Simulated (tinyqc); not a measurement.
From quasi-Fermi splitting under G back to generation rate G: carrier lifetime from Shockley-Read-Hall, radiative, Auger and surface recombination. Computed by tinyqc, a small Python program. Command: `OMP_NUM_THREADS=1 python tinyqc.py 3024305 3024306 out.jsonl lifetime inv`. One thread of a shared host (Intel(R) Xeon(R) Processor @ 2.30GHz), about 0.04 s of CPU time with the checks.

Energies are counted from the top of the valence band. Boltzmann statistics, full ionisation, and equal excess densities of electrons and holes.

Inputs (values chosen for the exercise, for a model semiconductor):
```
quantity,value,unit
gap E_g,1.52,eV
electron mass m_e,0.0833,m_0
valleys M_c,1,-
hole mass m_h,0.382,m_0
temperature T,350,K
doping N,1.1e+14,cm^-3
trap level E_t,1.03,eV
trap density N_t,4.4e+11,cm^-3
electron cross-section sigma_n,3.3e-15,cm^2
hole cross-section sigma_p,4.8e-17,cm^2
radiative coefficient B,3.9e-11,cm^3/s
Auger coefficient C_n,2.2e-31,cm^6/s
Auger coefficient C_p,2.2e-31,cm^6/s
diffusion coefficient D,39,cm^2/s
surface velocity S,43000,cm/s
thickness W,160,micrometre
```

Doping: p-type. Surface term: two equal surfaces.

Constants: m_0 = 9.1093837015e-31 kg; k_B = 1.380649e-23 J/K; h = 6.62607015e-34 J s; k_B = 8.617333262e-05 eV/K.

Method:
- N_c = 2 M_c (2 pi m_e k_B T/h^2)^(3/2) and N_v = 2 (2 pi m_h k_B T/h^2)^(3/2), masses in units of m_0.
- n_i = sqrt(N_c N_v) exp(-E_g/2 k_B T); majority density N/2 + sqrt(N^2/4 + n_i^2), minority density n_i^2 over it.
- v = sqrt(3 k_B T/m) with m_e or m_h; tau_n0 = 1/(sigma_n v_n N_t), tau_p0 = 1/(sigma_p v_p N_t); n1 = N_c exp(-(E_g - E_t)/k_B T), p1 = N_v exp(-E_t/k_B T).
- The slowest diffusion mode has x tan x = S W/(2 D) with 0 < x < pi/2 (bisection), and tau_s = W^2/(4 x^2 D). The common approximation is W/(2 S) + W^2/(pi^2 D).
- With n = n_0 + dn, p = p_0 + dn and U/dn = 1/tau: (n p - n_i^2)/dn = n_0 + p_0 + dn = s; 1/tau_SRH = s/[tau_p0 (n + n1) + tau_n0 (p + p1)]; 1/tau_rad = B s; 1/tau_Aug = (C_n n + C_p p) s; the rates add, with 1/tau_s.
- dn solves dn/tau_eff(dn) = G (60 bisections in ln dn between 1e-2 and 1e22 cm^-3); the splitting of the quasi-Fermi levels is k_B T ln(n p/n_i^2).

Task: A run gave the result below. Find the generation rate G, known to lie between 1e+18 and 1.8e+18 cm^-3 s^-1.

quasi-Fermi splitting under G = 0.7795942 eV

Result:

Each step takes the trial c = (a f_b - b f_a)/(f_b - f_a), f being the result less the target and a, b, c the logarithms of the listed values; c replaces end b, the old b replaces a if the sign of f changed, and otherwise f_a is halved.

Scan of the range:
```
generation rate G (cm^-3 s^-1),quasi-Fermi splitting under G (eV)
1.00e+18,0.769550
1.10e+18,0.772480
1.22e+18,0.775666
1.34e+18,0.778554
1.48e+18,0.781617
1.63e+18,0.784594
1.80e+18,0.787656
```

False position (Illinois rule, in the logarithm of the input) inside the bracket:
```
step,end a,end b,trial,quasi-Fermi splitting under G (eV)
1,1.34e+18,1.48000e+18,1.38599e+18,0.779594
2,1.48e+18,1.38599e+18,1.38600e+18,0.779594
```

quasi-Fermi splitting under G rises at every point of a 13-point scan of the range (every second point is shown), so one value fits; it is bracketed by 1.34e18 and 1.48e18. Answer: generation rate G = 1.386e18 cm^-3 s^-1.
